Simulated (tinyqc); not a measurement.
Inside a calculation. Method: ROHF in the 6-311g basis, for H2-, spin multiplicity 2. The basis has no diffuse functions, so it cannot describe the extra electron: this is an exercise in the method, not the real anion. One step of it, computed by the program tinyqc.

Problem. Iteration 3: building the Fock matrix. J_ij = sum D_kl (ij|kl) with D = D(alpha) + D(beta), K_ij = sum D_kl (ik|jl) for each spin; F = H + J - K(s); E = tr D H + tr D J / 2 - 0.5 sum_s tr D(s) K(s) + E_nn.

D(alpha) after iteration 2, order 1H 1s, 1H 2s, 1H 3s, 2H 1s, 2H 2s, 2H 3s:
$$\begin{pmatrix}
0.035487 & 0.045232 & 0.190105 & 0.001781 & 0.003780 & -0.102204 \\
0.045232 & 0.058969 & 0.221051 & 0.009126 & 0.015876 & -0.095568 \\
0.190105 & 0.221051 & 1.361730 & -0.101184 & -0.158327 & -1.107967 \\
0.001781 & 0.009126 & -0.101184 & 0.035798 & 0.057782 & 0.175620 \\
0.003780 & 0.015876 & -0.158327 & 0.057782 & 0.093289 & 0.280629 \\
-0.102204 & -0.095568 & -1.107967 & 0.175620 & 0.280629 & 1.209256
\end{pmatrix}$$

D(beta) after iteration 2, order 1H 1s, 1H 2s, 1H 3s, 2H 1s, 2H 2s, 2H 3s:
$$\begin{pmatrix}
0.020833 & 0.029919 & 0.057258 & 0.018572 & 0.030487 & 0.028716 \\
0.029919 & 0.042968 & 0.082230 & 0.026672 & 0.043783 & 0.041240 \\
0.057258 & 0.082230 & 0.157368 & 0.051044 & 0.083791 & 0.078923 \\
0.018572 & 0.026672 & 0.051044 & 0.016557 & 0.027179 & 0.025600 \\
0.030487 & 0.043783 & 0.083791 & 0.027179 & 0.044615 & 0.042023 \\
0.028716 & 0.041240 & 0.078923 & 0.025600 & 0.042023 & 0.039582
\end{pmatrix}$$

core Hamiltonian H = T + V (hartree), order 1H 1s, 1H 2s, 1H 3s, 2H 1s, 2H 2s, 2H 3s:
$$\begin{pmatrix}
-0.233504 & -0.813043 & -0.568083 & -0.121809 & -0.309858 & -0.362368 \\
-0.813043 & -0.845712 & -0.724508 & -0.309858 & -0.490836 & -0.536960 \\
-0.568083 & -0.724508 & -0.727360 & -0.362368 & -0.536960 & -0.610389 \\
-0.121809 & -0.309858 & -0.362368 & -0.233504 & -0.813043 & -0.568083 \\
-0.309858 & -0.490836 & -0.536960 & -0.813043 & -0.845712 & -0.724508 \\
-0.362368 & -0.536960 & -0.610389 & -0.568083 & -0.724508 & -0.727360
\end{pmatrix}$$

Two-electron integrals (ij|kl) in chemists' order, unique and non-zero (hartree):
```
(11|11) 1.393035   (21|11) 0.822971   (21|21) 0.509703   (22|11) 0.822904
(22|21) 0.543028   (22|22) 0.644106   (31|11) 0.411256   (31|21) 0.257757
(31|22) 0.279868   (31|31) 0.130794   (32|11) 0.543681   (32|21) 0.365771
(32|22) 0.452669   (32|31) 0.189803   (32|32) 0.325140   (33|11) 0.494021
(33|21) 0.340115   (33|22) 0.445993   (33|31) 0.178035   (33|32) 0.331779
(33|33) 0.361682   (41|11) 0.025381   (41|21) 0.016994   (41|22) 0.020479
(41|31) 0.008790   (41|32) 0.014416   (41|33) 0.014171   (41|41) 0.001192
(42|11) 0.091293   (42|21) 0.063705   (42|22) 0.085078   (42|31) 0.033483
(42|32) 0.063283   (42|33) 0.067770   (42|41) 0.005082   (42|42) 0.029198
(43|11) 0.102176   (43|21) 0.071750   (43|22) 0.098147   (43|31) 0.037827
(43|32) 0.074333   (43|33) 0.082412   (43|41) 0.005659   (43|42) 0.035823
(43|43) 0.046025   (44|11) 0.426672   (44|21) 0.301109   (44|22) 0.419911
(44|31) 0.159145   (44|32) 0.322132   (44|33) 0.364071   (44|41) 0.025381
(44|42) 0.182446   (44|43) 0.241625   (44|44) 1.393035   (51|11) 0.182446
(51|21) 0.115101   (51|22) 0.126247   (51|31) 0.058514   (51|32) 0.085924
(51|33) 0.080956   (51|41) 0.005082   (51|42) 0.019390   (51|43) 0.021578
(51|44) 0.091293   (51|51) 0.029198   (52|11) 0.269577   (52|21) 0.182523
(52|22) 0.228795   (52|31) 0.094918   (52|32) 0.165299   (52|33) 0.170079
(52|41) 0.010325   (52|42) 0.049751   (52|43) 0.059173   (52|44) 0.269577
(52|51) 0.049751   (52|52) 0.107632   (53|11) 0.252591   (53|21) 0.174567
(53|22) 0.230673   (53|31) 0.091499   (53|32) 0.172133   (53|33) 0.188108
(53|41) 0.010480   (53|42) 0.057367   (53|43) 0.072219   (53|44) 0.340623
(53|51) 0.048199   (53|52) 0.116751   (53|53) 0.137890   (54|11) 0.301109
(54|21) 0.212170   (54|22) 0.294088   (54|31) 0.112045   (54|32) 0.224939
(54|33) 0.253996   (54|41) 0.016994   (54|42) 0.115101   (54|43) 0.151772
(54|44) 0.822971   (54|51) 0.063705   (54|52) 0.182523   (54|53) 0.229971
(54|54) 0.509703   (55|11) 0.419911   (55|21) 0.294088   (55|22) 0.401774
(55|31) 0.154931   (55|32) 0.305724   (55|33) 0.345561   (55|41) 0.020479
(55|42) 0.126247   (55|43) 0.165383   (55|44) 0.822904   (55|51) 0.085078
(55|52) 0.228795   (55|53) 0.286965   (55|54) 0.543028   (55|55) 0.644106
(61|11) 0.241625   (61|21) 0.151772   (61|22) 0.165383   (61|31) 0.077063
(61|32) 0.112310   (61|33) 0.105529   (61|41) 0.005659   (61|42) 0.021578
(61|43) 0.024255   (61|44) 0.102176   (61|51) 0.035823   (61|52) 0.059173
(61|53) 0.057162   (61|54) 0.071750   (61|55) 0.098147   (61|61) 0.046025
(62|11) 0.340623   (62|21) 0.229971   (62|22) 0.286965   (62|31) 0.119488
(62|32) 0.207062   (62|33) 0.212947   (62|41) 0.010480   (62|42) 0.048199
(62|43) 0.057162   (62|44) 0.252591   (62|51) 0.057367   (62|52) 0.116751
(62|53) 0.124536   (62|54) 0.174567   (62|55) 0.230673   (62|61) 0.072219
(62|62) 0.137890   (63|11) 0.342335   (63|21) 0.236652   (63|22) 0.313803
(63|31) 0.124077   (63|32) 0.235202   (63|33) 0.260489   (63|41) 0.011614
(63|42) 0.060205   (63|43) 0.075303   (63|44) 0.342335   (63|51) 0.060205
(63|52) 0.137505   (63|53) 0.160196   (63|54) 0.236652   (63|55) 0.313803
(63|61) 0.075303   (63|62) 0.160196   (63|63) 0.205743   (64|11) 0.159145
(64|21) 0.112045   (64|22) 0.154931   (64|31) 0.059148   (64|32) 0.118384
(64|33) 0.133658   (64|41) 0.008790   (64|42) 0.058514   (64|43) 0.077063
(64|44) 0.411256   (64|51) 0.033483   (64|52) 0.094918   (64|53) 0.119488
(64|54) 0.257757   (64|55) 0.279868   (64|61) 0.037827   (64|62) 0.091499
(64|63) 0.124077   (64|64) 0.130794   (65|11) 0.322132   (65|21) 0.224939
(65|22) 0.305724   (65|31) 0.118384   (65|32) 0.232430   (65|33) 0.263691
(65|41) 0.014416   (65|42) 0.085924   (65|43) 0.112310   (65|44) 0.543681
(65|51) 0.063283   (65|52) 0.165299   (65|53) 0.207062   (65|54) 0.365771
(65|55) 0.452669   (65|61) 0.074333   (65|62) 0.172133   (65|63) 0.235202
(65|64) 0.189803   (65|65) 0.325140   (66|11) 0.364071   (66|21) 0.253996
(66|22) 0.345561   (66|31) 0.133658   (66|32) 0.263691   (66|33) 0.303789
(66|41) 0.014171   (66|42) 0.080956   (66|43) 0.105529   (66|44) 0.494021
(66|51) 0.067770   (66|52) 0.170079   (66|53) 0.212947   (66|54) 0.340115
(66|55) 0.445993   (66|61) 0.082412   (66|62) 0.188108   (66|63) 0.260489
(66|64) 0.178035   (66|65) 0.331779   (66|66) 0.361682
```

nuclear repulsion = 0.42675582 hartree

Give: Coulomb J; exchange K(alpha); exchange K(beta); F(alpha); F(beta); total energy of this density.

Solution.

Coulomb J (hartree), order 1H 1s, 1H 2s, 1H 3s, 2H 1s, 2H 2s, 2H 3s:
$$\begin{pmatrix}
1.6550 & 1.1115 & 0.5776 & 0.0523 & 0.2756 & 0.3478 \\
1.1115 & 1.4000 & 1.0256 & 0.2730 & 0.5980 & 0.6909 \\
0.5776 & 1.0256 & 1.0966 & 0.3433 & 0.6859 & 0.8570 \\
0.0523 & 0.2730 & 0.3433 & 1.6293 & 1.0946 & 0.5688 \\
0.2756 & 0.5980 & 0.6859 & 1.0946 & 1.3800 & 1.0118 \\
0.3478 & 0.6909 & 0.8570 & 0.5688 & 1.0118 & 1.0844
\end{pmatrix}$$

exchange K(alpha) (hartree), order 1H 1s, 1H 2s, 1H 3s, 2H 1s, 2H 2s, 2H 3s:
$$\begin{pmatrix}
0.4194 & 0.4362 & 0.3307 & 0.0618 & 0.1486 & 0.1967 \\
0.4362 & 0.5378 & 0.4525 & 0.1527 & 0.2641 & 0.3077 \\
0.3307 & 0.4525 & 0.4197 & 0.2015 & 0.3090 & 0.3328 \\
0.0618 & 0.1527 & 0.2015 & 0.4492 & 0.4607 & 0.3423 \\
0.1486 & 0.2641 & 0.3090 & 0.4607 & 0.5571 & 0.4585 \\
0.1967 & 0.3077 & 0.3328 & 0.3423 & 0.4585 & 0.4172
\end{pmatrix}$$

exchange K(beta) (hartree), order 1H 1s, 1H 2s, 1H 3s, 2H 1s, 2H 2s, 2H 3s:
$$\begin{pmatrix}
0.2893 & 0.3167 & 0.2545 & 0.1145 & 0.1953 & 0.2072 \\
0.3167 & 0.4058 & 0.3542 & 0.1883 & 0.2964 & 0.3046 \\
0.2545 & 0.3542 & 0.3298 & 0.1931 & 0.2933 & 0.2974 \\
0.1145 & 0.1883 & 0.1931 & 0.2432 & 0.2689 & 0.2187 \\
0.1953 & 0.2964 & 0.2933 & 0.2689 & 0.3498 & 0.3106 \\
0.2072 & 0.3046 & 0.2974 & 0.2187 & 0.3106 & 0.2962
\end{pmatrix}$$

F(alpha) (hartree), order 1H 1s, 1H 2s, 1H 3s, 2H 1s, 2H 2s, 2H 3s:
$$\begin{pmatrix}
1.0021 & -0.1377 & -0.3213 & -0.1314 & -0.1829 & -0.2113 \\
-0.1377 & 0.0166 & -0.1514 & -0.1896 & -0.1569 & -0.1538 \\
-0.3213 & -0.1514 & -0.0505 & -0.2206 & -0.1601 & -0.0862 \\
-0.1314 & -0.1896 & -0.2206 & 0.9466 & -0.1791 & -0.3415 \\
-0.1829 & -0.1569 & -0.1601 & -0.1791 & -0.0228 & -0.1712 \\
-0.2113 & -0.1538 & -0.0862 & -0.3415 & -0.1712 & -0.0602
\end{pmatrix}$$

F(beta) (hartree), order 1H 1s, 1H 2s, 1H 3s, 2H 1s, 2H 2s, 2H 3s:
$$\begin{pmatrix}
1.1322 & -0.0182 & -0.2450 & -0.1840 & -0.2296 & -0.2218 \\
-0.0182 & 0.1485 & -0.0532 & -0.2251 & -0.1893 & -0.1507 \\
-0.2450 & -0.0532 & 0.0394 & -0.2122 & -0.1444 & -0.0507 \\
-0.1840 & -0.2251 & -0.2122 & 1.1526 & 0.0127 & -0.2179 \\
-0.2296 & -0.1893 & -0.1444 & 0.0127 & 0.1845 & -0.0233 \\
-0.2218 & -0.1507 & -0.0507 & -0.2179 & -0.0233 & 0.0608
\end{pmatrix}$$

total energy of this density = -0.981757 hartree
